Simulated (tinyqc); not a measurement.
Inside a calculation. Model: low-temperature mobility of a two-dimensional electron gas with static screening. Computed by tinyqc, a small Python program that keeps every step. Command: `OMP_NUM_THREADS=1 python tinyqc.py 3011159 3011160 out.jsonl twodeg walk`. One thread of a shared host (Intel(R) Xeon(R) Processor @ 2.30GHz), about 0.01 s of CPU time with the checks. Intermediate numbers are printed to about 5 digits and carried at full precision; extremes and crossings named in words are read from the listed rows.

One subband is filled, the gas is degenerate and scatters at the Fermi circle; one permittivity serves on both sides of the interface. All formulas are in SI units, masses times m_0. Piezoelectric and polar phonons are left out, and n_s is taken as set by a gate, independent of N_i.

Inputs (values chosen for the exercise, modelled on an InAs channel):
```
quantity,value,unit
in-plane mass m,0.0291,m_0
mass across the layer m_z,0.0292,m_0
permittivity eps,15.1,-
valley degeneracy g_v,1,-
sheet density n_s,7e+12,1/cm^2
depletion charge N_d,2.7e+10,1/cm^2
roughness height Delta,0.55,nm
correlation length Lambda,4.8,nm
remote charge density N_i,6.4e+11,1/cm^2
distance d of the charges from the interface,4.4,nm
density rho,5680,kg/m^3
sound velocity v_l,4400,m/s
deformation potential D_A,7,eV
temperature T,4.2,K
```

Wave function: Fang-Howard. Roughness spectrum: Gaussian.

Constants: m_0 = 9.1093837015e-31 kg; e = 1.602176634e-19 C; eps_0 = 8.8541878128e-12 F/m; hbar = 1.054571817e-34 J s; k_B = 1.380649e-23 J/K.

## Fermi circle, screening and layer thickness

k_F = sqrt(2 pi n_s/g_v); E_F = hbar^2 k_F^2/(2 m); q_TF = g_v m e^2/(2 pi eps eps_0 hbar^2); Fang-Howard parameter b = [12 m_z e^2 (N_d + 11 n_s/32)/(eps eps_0 hbar^2)]^(1/3), mean depth 3/b; effective field F = e (N_d + n_s/2)/(eps eps_0).

k_F = 0.66319 1/nm

E_F = 575.85 meV

q_TF = 0.072836 1/nm

b = 0.51183 1/nm

mean depth = 5.8613 nm

effective field F = 0.42266 MV/cm

q_TF/(2 k_F) = 0.05: screening is weak for back-scattering. Caution: E_F exceeds 100 meV in a band of small mass, where non-parabolicity and upper valleys, left out here, matter. Caution: E_F exceeds 1.1 (hbar^2 e^2 F^2/2 m_z)^(1/3), of the order of the first subband spacing (1.75 times that in a triangular well, less with self-consistent band bending), so a second subband may fill.

## The integrands at a few angles

Form factors with u = q/b: screening G(q) = [1 + 9u/8 + 3u^2/8]/(1 + u)^3, remote charge P(q) = exp(-q d)/(1 + u)^3. Dielectric function eps(q) = 1 + q_TF G(q)/q, with q = 2 k_F sin(theta/2). Roughness: <|U|^2> = (e F)^2 S(q), S = pi Delta^2 Lambda^2 exp(-q^2 Lambda^2/4). Remote charges: <|U|^2> = N_i [e^2 P(q)/(2 eps eps_0 q)]^2. The last two columns are (m/(pi hbar^3)) <|U|^2>/eps(q)^2.

Integrands (1e9/(s rad)):
```
theta (degrees),q (1/nm),G,eps(q),roughness,remote charges
5,0.0579,0.82092,2.0335,1.7136e+03,9.6910e+03
15,0.1731,0.59392,1.2499,3.8910e+03,3.4385e+02
30,0.3433,0.41241,1.0875,3.0981e+03,6.8252e+00
60,0.6632,0.25516,1.0280,5.4265e+02,1.8211e-02
90,0.9379,0.19014,1.0148,4.4214e+01,2.3620e-04
135,1.2254,0.14943,1.0089,1.2435e+00,3.7650e-06
180,1.3264,0.13888,1.0076,2.8264e-01,9.4407e-07
```

## Interface roughness

1/tau_t = (m/(pi hbar^3)) int_0^pi (1 - cos theta) <|U|^2>/eps(q)^2 dtheta; the quantum rate 1/tau_q drops the factor (1 - cos theta); 200 Gauss-Legendre points in s with theta = pi s^2, s from 0 to 1; mu = e tau_t/m.

tau_t, roughness = 2.6443 ps

tau_q, roughness = 0.39467 ps

roughness mobility = 1.5982e+05 cm^2/(V s)

tau_t/tau_q, roughness = 6.7000

k_F Lambda = 3.18: long-wavelength roughness scatters mostly forward.

## Remote charges

The formulas are those given above.

tau_t, charges = 133.17 ps

tau_q, charges = 0.30405 ps

remote-charge mobility = 8.0488e+06 cm^2/(V s)

tau_t/tau_q, charges = 437.99

With D = d + 3/b = 10.3 nm, k_F D = 6.81 and q_TF D = 0.75. When both are large, only small angles survive the factor exp(-2 q D) and tau_t/tau_q tends to (2 k_F D)^2, here 185; weak screening sharpens the forward peak, so the ratio is larger.

## Acoustic phonons

Unscreened deformation potential in equipartition: 1/tau = m D_A^2 k_B T I/(rho v_l^2 hbar^3), I = int |psi|^4 dz = 3 b/16 for the Fang-Howard function (used for both wave-function options); mu = e tau/m. Bloch-Grueneisen temperature T_BG = 2 hbar v_l k_F/k_B.

acoustic mobility = 4.2010e+07 cm^2/(V s)

T_BG = 44.577 K

Caution: T is below the Bloch-Grueneisen temperature T_BG, so equipartition fails: the acoustic mobility is only a lower bound and the acoustic share of 1/mu is overstated.

## All together

At the Fermi circle the rates add, so 1/mu is the sum; sheet resistance 1/(n_s e mu); mean free path hbar k_F mu/e; the quantum time adds the rates 1/tau_q, with the isotropic acoustic rate e/(m mu).

Mobilities:
```
process,mu (cm^2/(V s)),share of 1/mu (%)
roughness,1.5982e+05,97.689
remote charges,8.0488e+06,1.9398
acoustic phonons,4.2010e+07,0.37165
```

mobility mu = 1.5613e+05 cm^2/(V s)

sheet resistance = 5.7110 ohm

mean free path = 6815.3 nm

Dingle ratio tau_t/tau_q = 15.045

The largest single share of 1/mu (98 %) belongs to roughness: the field presses the gas against the interface, and the rate goes as F^2. The Dingle ratio of 15.0 marks small-angle scattering by a smooth potential.

Checks made by the program: angular integral against adaptive quadrature (relative difference below 1e-10).
